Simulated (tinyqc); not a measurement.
LED efficiency against current.

ABC model of an LED: J = q da (A n + Ba n^2 + Ca n^3), IQE = Ba n^2/(A n + Ba n^2 + Ca n^3), differential lifetime 1/(A + 2 Ba n + 3 Ca n^2).

Values chosen for this exercise:

| symbol | value | unit | meaning |
|---|---|---|---|
| A | 1.8e6 | 1/s | defect coefficient of the active layer |
| Ba | 5.8e-10 | cm^3/s | radiative coefficient of the active layer |
| Ca | 1.2e-29 | cm^6/s | Auger coefficient of the active layer |
| da | 48 | nm | thickness of the active layer |

Constants: q = 1.602176634e-19 C. Results are converted to the units shown.

LED efficiency against current:
```
J (A/cm^2),n (cm^-3),IQE (%),defect share (%),Auger share (%),differential lifetime (ns)
0.2,1.968e16,86.35,13.62,0.03515,40.59
0.9,4.338e16,93.24,6.672,0.08368,19.16
4,9.307e16,96.59,3.221,0.1860,9.085
20,2.098e17,98.12,1.452,0.4258,4.054
70,3.930e17,98.42,0.7772,0.8003,2.159
300,8.118e17,97.98,0.3746,1.646,1.034
1000,1.473e18,96.84,0.2040,2.952,0.5589
5000,3.240e18,93.63,0.08969,6.276,0.2417
20000,6.297e18,88.43,0.04358,11.52,0.1145
```

The IQE goes from 86.3 through a maximum of 98.4 (at J = 70 A/cm^2 among the rows listed) to 88.4 %. The exact peak, Q/(Q + 2) = 98.4 % with Q = Ba/sqrt(A Ca) = 125, lies at n = sqrt(A/Ca) = 3.87e17 cm^-3, J = 68.0 A/cm^2, where the defect and Auger shares are equal. n goes as J^(0.53) at the low end and J^(0.48) at the high end.

Computed by the program tinyqc: `OMP_NUM_THREADS=1 python tinyqc.py 2300136 2300137 out.jsonl`, one thread of a shared Intel Xeon 2.30GHz, about 0.01 s for the whole run.
